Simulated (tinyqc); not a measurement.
# Abrupt p-n junction, non-linear Poisson equation by Newton steps: two studies

One dimension, p side on the left, n side on the right; net doping C = -Na for x < 0 and +Nd for x > 0. The potential psi is counted from the intrinsic level, and the quasi-Fermi potentials are flat: 0 for holes and -V for electrons, so n = ni exp((psi + V)/Vt) and p = ni exp(-psi/Vt) (Boltzmann statistics, full ionisation, no current). Under reverse bias this makes the minority densities vanishingly small everywhere; they play no part in the charge.

Values chosen for this exercise; band and dielectric values close to those of gallium arsenide: temperature T = 273 K; band gap Eg = 1.44 eV; relative permittivity eps_r = 12.7; conduction-band density of states at T Nc = 3.84e17 cm^-3; valence-band density of states at T Nv = 7.73e18 cm^-3; acceptor density of the p side Na = 4.4e16 cm^-3; donor density of the n side Nd = 2.1e15 cm^-3; bias of the p side against the n side V = -1.3 V.

Constants: q = 1.602176634e-19 C, kB = 1.380649e-23 J/K, Vt = kB T/q, eps0 = 8.8541878128e-14 F/cm where lengths are in cm. Results are converted to the units shown.

Each table varies one quantity; the others keep the values above.

## Capacitance and field against bias

The Poisson equation d/dx(eps0 eps_r dpsi/dx) = -q (p - n + C) is solved on a mesh of more than 1000 nodes that ends in neutral material (psi_p = -Vt ln(Na/ni), psi_n = Vt ln(Nd/ni) - V). C_j = q d/dV of the integral of p over x, from the linearised equation. ni = sqrt(Nc Nv) exp(-Eg/(2 Vt)), Eg in volts. Depletion approximation: Vbi = Vt ln(Na Nd/ni^2), W = sqrt(2 eps0 eps_r (Vbi - V)(1/Na + 1/Nd)/q), xp = W Nd/(Na + Nd), xn = W Na/(Na + Nd), peak field 2 (Vbi - V)/W, capacitance eps0 eps_r/W. The last column applies it to an abrupt Na-Nd junction.

Capacitance and field against bias:
```
V (V)	peak |E| (kV/cm)	C_j (nF/cm^2)	1/C_j^2 (cm^4/uF^2)	eps0 eps_r/C_j (nm)	abrupt depletion C (nF/cm^2)
0.18	23.87	13.67	5352	822.6	13.33
-0.09	26.78	12.08	6854	930.9	11.85
-0.37	29.55	10.91	8408	1031	10.74
-0.64	32.02	10.05	9905	1119	9.917
-0.91	34.32	9.365	1.140e4	1201	9.259
-1.18	36.49	8.805	1.290e4	1277	8.717
-1.46	38.61	8.319	1.445e4	1352	8.245
-1.73	40.55	7.919	1.594e4	1420	7.856
-2	42.41	7.572	1.744e4	1485	7.516
```

Read the table: what changes, and by how much?

With V going from 0.18 to -2 V, C_j falls from 13.7 to 7.57 nF/cm^2 and the peak field rises from 23.9 to 42.4 kV/cm. The slope of 1/C_j^2, read as N = 2/(q eps0 eps_r |slope|), gives 2.00e15 cm^-3 between the first two rows and 2.00e15 cm^-3 between the last two, against Na Nd/(Na + Nd) = 2.00e15 cm^-3; the slopes of all rows agree within 0.4 %, as for uniform doping at both edges. At the end C_j goes as (Vbi - V)^(-0.51) with Vbi = 1.20 V, and it is 0.74 % above the abrupt depletion formula (at the first row 2.5 % above it).

## Effect of the band gap

Exact first integral for an abrupt junction with thick neutral sides: psi_p = -Vt ln(Na/ni), psi_n = Vt ln(Nd/ni) - V, psi_j = (Nd psi_n + Na psi_p - Vt (Nd - Na))/(Na + Nd) at the junction, n_j = ni exp((psi_j + V)/Vt), p_j = ni exp(-psi_j/Vt), and E_j^2 = (2 q/(eps0 eps_r)) [Nd (psi_n - psi_j - Vt) + Vt (n_j + p_j)] (minority densities of the neutral sides neglected).

The same in every row: share of W on the n side (%) = 95.44.

Results:
```
Eg (eV)	ni (cm^-3)	Vbi (V)	W (nm)	peak field, depletion (kV/cm)	peak field, exact (kV/cm)
0.7	5.957e11	0.4559	1109	31.67	31.30
0.89	1.050e10	0.6459	1167	33.34	32.97
1.07	2.290e8	0.8259	1220	34.85	34.49
1.26	4.036e6	1.016	1274	36.37	36.02
1.44	8.801e4	1.196	1322	37.76	37.41
1.81	33.83	1.566	1417	40.46	40.13
2	0.5964	1.756	1463	41.78	41.46
```

Estimate the missing row, Eg = 1.63 eV.

Computed row:
```
Eg (eV)	ni (cm^-3)	Vbi (V)	W (nm)	peak field, depletion (kV/cm)	peak field, exact (kV/cm)
1.63	1552	1.386	1371	39.17	38.83
```

With this row back in the table: ni falls from 5.96e11 to 0.596 cm^-3, and Vbi follows the gap one to one, staying 0.244 V below it (Vt ln(Nc Nv/(Na Nd))). W rises from 1110 to 1460 nm and the exact peak field rises from 31.3 to 41.5 kV/cm. W goes as the square root of Vbi - V, the exact field as (Vbi - V)^(0.51) on average. The depletion field is 1.2 % above the exact one in the first row and 0.77 % above it in the last.

Program tinyqc, `OMP_NUM_THREADS=1 python tinyqc.py 2000008 2000009 out.jsonl`; Intel Xeon 2.30GHz, shared host, one thread, about 0.02 s.
